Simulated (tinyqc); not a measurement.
Energy against distortion: Peierls distortion of a half-filled chain.

Atoms move by +/- u, so bonds change by -/+ 2u and hoppings are t +/- 2 al u. Bands E = -/+ sqrt((2 t cos x)^2 + D^2 sin^2 x) with D = 4 al u, x = k a in (0, pi/2); the gap is 2D. Energy per atom at zero temperature: E(u) = -mean_x sqrt(...) + 2 K u^2; exactly, the mean is (4t/pi) E(1 - z^2), z = D/2t, E the complete elliptic integral of the second kind with parameter m. Coupling lambda = 2 al^2/(pi t K).

Values chosen for the exercise:
```
symbol  value  unit           meaning
t       2.8    eV             hopping of the even chain
al      4.3    eV/angstrom    change of hopping with bond length
K       15.1   eV/angstrom^2  spring constant of a bond
```

Exact means; both parts are counted from u = 0.

Energies per atom:
```
u (angstrom)  gap (eV)  electrons (meV)  springs (meV)  total (meV)
0.0086           0.296            -5.62           2.23        -3.39
0.0215           0.740           -28.05          13.96       -14.09
0.0430           1.479           -90.98          55.84       -35.14
0.0644           2.215          -176.84         125.25       -51.59
0.0859           2.955          -280.82         222.84       -57.98
0.1289           4.434          -528.72         501.78       -26.94
0.1503           5.170          -667.54         682.22        14.69
0.1890           6.502          -938.62        1078.77       140.15
```

Give the missing row, u (angstrom) = 0.1074.

Computed row:
```
u (angstrom)  gap (eV)  electrons (meV)  springs (meV)  total (meV)
0.1074           3.695          -398.96         348.35       -50.61
```

The ratio of electronic gain to elastic cost is 2.52 in the first row and 0.87 in the last: the gain goes as u^2 ln(1/u), so it wins at small u for any K. The total is lowest at u = 0.0859 angstrom and turns positive between 0.1289 and 0.1503.

(tinyqc, `OMP_NUM_THREADS=1 python tinyqc.py 1682585 1682586 out.jsonl`, Intel(R) Xeon(R) Processor @ 2.30GHz, 1 thread, shared host, about 0.07 s.)
